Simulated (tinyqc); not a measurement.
What moves the results: finite square well with mass mismatch (envelope functions). A value that a table varies takes the place of the one given here.

A square well of width L and depth V0, mass mw inside and mb outside, energies from the bottom of the well, c = hbar^2/2m0. k = sqrt(mw E/c), kappa = sqrt(mb (V0 - E)/c). psi and psi'/m are continuous at the walls (BenDaniel-Duke), so level n solves k L + 2 atan[(k/mw)/(kappa/mb)] = n pi.

Non-parabolic bands: mw is replaced by mw (1 + alpha_w E) and mb by mb (1 - alpha_b (V0 - E)), in k, kappa and the matching condition alike.

Constants: hbar^2/2m0 = 3.80998211 eV angstrom^2.

Inputs chosen for the exercise (near those of a strained Si well in SiGe; shifted at random, so the results belong to these values and not to a real crystal): V0 = 0.183 eV (barrier height); mw = 0.924 m0 (mass in the well); mb = 0.909 m0 (mass in the barrier); Ls = (8, 10, 12, 16, 20, 24, 31) angstrom (widths); L = 65 angstrom (well width); alpha_w = 0.46 1/eV (non-parabolicity in the well); alpha_b = 0.15 1/eV (non-parabolicity in the barrier).

## Width of the well

Levels against L, beside the infinite well E1(hard) = c (pi/L)^2/mw; Pb is the probability of level 1 in the barriers; a dash marks an unbound level.

Levels:

| L (angstrom) | bound levels | E1 (eV) | E2 (eV) | E1(hard) (eV) | Pb |
|---|---|---|---|---|---|
| 8 | 1 | 0.1140 | - | 0.6359 | 0.411 |
| 10 | 1 | 0.0962 | - | 0.4070 | 0.305 |
| 12 | 1 | 0.0816 | - | 0.2826 | 0.230 |
| 16 | 2 | 0.0600 | 0.1810 | 0.1590 | 0.137 |
| 20 | 2 | 0.0456 | 0.1576 | 0.1017 | 0.088 |
| 24 | 2 | 0.0357 | 0.1308 | 0.0707 | 0.059 |
| 31 | 3 | 0.0246 | 0.0944 | 0.0423 | 0.033 |

The infinite well overestimates E1 by a factor 5.58 at 8 angstrom and 1.72 at 31 angstrom. The local exponent d ln E1/d ln L goes from -0.76 (first two rows) to -1.45 (last two), towards the -2 of hard walls, as Pb falls from 0.411 to 0.033. E2 - E1 is largest at 16 angstrom of the widths listed.

## Levels of description

The same well five ways. mb = mw: the barrier takes the mass of the well. psi' continuous: kappa holds mb but the condition drops the masses, k L + 2 atan(k/kappa) = n pi. The last column is measured against BenDaniel-Duke.

Levels (eV):

| model | E1 | E2 | E3 | E1 - E1(BDD) (meV) |
|---|---|---|---|---|
| infinite walls | 0.0096 | 0.0385 | 0.0867 | 2.3 |
| mb = mw | 0.0073 | 0.0291 | 0.0648 | 0.0 |
| BenDaniel-Duke | 0.0073 | 0.0292 | 0.0649 | 0.0 |
| psi' continuous | 0.0073 | 0.0291 | 0.0647 | 0.0 |
| non-parabolic | 0.0073 | 0.0290 | 0.0637 | 0.0 |

Hard walls put E1 2.3 meV too high. Ignoring the mass step moves it by 0.0 meV and the wrong matching by 0.0 meV: with mb/mw = 0.98, continuity of psi'/m lets the slope outside be 0.98 times the slope inside, which acts like a harder wall. Non-parabolicity shifts E1 by 0.0 meV, the balance of a heavier mass in the well, which lowers it, and a lighter mass deep in the barrier, which hardens the wall. Among the finite wells the largest departure in E1 is that of the model 'psi' continuous'.

## What each parameter does

Parabolic bands. Pb is the probability of level 1 in the barriers, (A^2/kappa)/(A^2/kappa + L/2 + sin(kL)/(2k)) with A = cos(kL/2). Each row changes one parameter from the base and keeps the others.

Results:

| case | E1 (eV) | bound levels | Pb | V0 - E1 (eV) |
|---|---|---|---|---|
| base | 0.0073 | 5 | 0.0052 | 0.1757 |
| L = 59 angstrom | 0.0087 | 4 | 0.0067 | 0.1743 |
| V0 = 0.21 eV | 0.0075 | 5 | 0.0043 | 0.2025 |
| mw = 0.8316 m0 | 0.0079 | 5 | 0.0061 | 0.1751 |
| mb = 0.7272 m0 | 0.0075 | 5 | 0.0048 | 0.1755 |

The largest shifts from the base row, up to three for each result and ties (the steps differ in size, so this ranks the rows, not the parameters). E1 (eV): L +0.0013, mw +0.0006, mb +0.0002. bound levels: L -1; unchanged at the printed digits by V0, mw and mb. Pb: L +0.0015, mw +0.0009, V0 -0.0009. V0 - E1 (eV): V0 +0.0269, L -0.0013, mw -0.0006.

Computed by tinyqc, a small Python program: `OMP_NUM_THREADS=1 python tinyqc.py 1281690 1281691 out.jsonl` (the numbers bound the seed that draws the inputs); one thread of a shared host (Intel(R) Xeon(R) Processor @ 2.30GHz), about 0.01 s for the whole set of steps.
